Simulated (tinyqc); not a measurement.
Conductance of a narrow metal strip with scatterers (square lattice, Green functions), step by step. Values are carried at full precision from step to step, so a last printed digit may differ when a step is redone from the rounded ones.

A strip of W sites across with hard walls, site energy 0 and hopping -t. Mode n = 1 to W has profile chi_n(j) = sqrt(2/(W + 1)) sin(n j pi/(W + 1)) and energy en = -2t cos(n pi/(W + 1)); E = en - 2t cos(kn a). With z_n = exp(i kn a) (Im k > 0 for closed modes, |z| < 1) each lead gives the self-energy -t z_n in mode n. One column carries the site energies v, here one foreign atom. In the mode basis V_nm = sum_j chi_n(j) v_j chi_m(j), G = (E - en + 2 t z_n - V)^-1, and t_nm = 2t sqrt(sin(kn a) sin(km a)) G_nm in size for open modes. T = sum |t_nm|^2, conductance (2e^2/h) T.

Constants: e^2/h = 3.874045865e-05 S.

Parameters, chosen for this exercise (hopping and spacing of the size met in Cu or Al; the lattice is a model; shifted at random, so the results belong to these values and not to a real crystal): t = 1.11 eV (hopping); a = 2.62 angstrom (spacing); W = 4 (sites across); E = -0.6 eV (Fermi energy); v = (0, 0, 0, 3.6) eV (site energies in the scattering column).

## Modes at the Fermi energy

For each n: en, cos(kn a) = (en - E)/(2t), z_n and the velocity 2 t a sin(kn a) (zero if closed).

Modes:
```
n  en (eV)  cos(k a)                  z  dE/dk (eV angstrom)
1  -1.7960  -0.53875  -0.53875+0.84247i               4.9001
2  -0.6860  -0.03875  -0.03875+0.99925i               5.8120
3   0.6860   0.57929   0.57929+0.81512i               4.7411
4   1.7960   1.07929            0.67326               0.0000
```

3 of 4 modes are open, so the clean strip has a resistance of 4302 ohm, whatever its length.

## The scatterer in the mode basis

Form V_nm.

V (eV), rows n=1, n=2, n=3, n=4 and columns alike:
```
[[0.4975, -0.8050, 0.8050, -0.4975],
 [-0.8050, 1.3025, -1.3025, 0.8050],
 [0.8050, -1.3025, 1.3025, -0.8050],
 [-0.4975, 0.8050, -0.8050, 0.4975]]
```

A single site couples every mode that has amplitude on it.

## Green function and transmission

E - en + 2 t z_n = 2t (z_n - cos(kn a)). Invert, form |t_nm|^2 = (2t)^2 Im(z_n) Im(z_m) |G_nm|^2 and sum. The added resistance is 1/(2 (e^2/h) T) less the same for the clean strip.

G (1/eV), rows n=1, n=2, n=3, n=4 and columns alike:
```
[[-0.0452-0.4889i, 0.0617-0.0625i, -0.0756+0.0766i, -0.0951-0.0938i],
 [0.0617-0.0625i, -0.0841-0.3655i, 0.1031-0.1045i, 0.1297+0.1280i],
 [-0.0756+0.0766i, 0.1031-0.1045i, -0.1264-0.4245i, -0.1590-0.1569i],
 [-0.0951-0.0938i, 0.1297+0.1280i, -0.1590-0.1569i, -0.9148-0.1973i]]
```

|t_nm|^2, rows n=1, n=2, n=3, n=4 and columns alike:
```
[[0.8431, 0.0320, 0.0392, 0],
 [0.0320, 0.6923, 0.0866, 0],
 [0.0392, 0.0866, 0.6424, 0],
 [0, 0, 0, 0]]
```

T = 2.4933
added resistance = 874 ohm

Mode 3 passes least (0.768) and mode 1 most (0.914); 12.7 % of the transmitted flux changes mode.

## Checks

- Transmitted plus reflected flux against the number of open modes: both 3.00000.

tinyqc: `OMP_NUM_THREADS=1 python tinyqc.py 1481665 1481666 out.jsonl`; about 0.01 s, one thread, shared Intel(R) Xeon(R) Processor @ 2.30GHz.
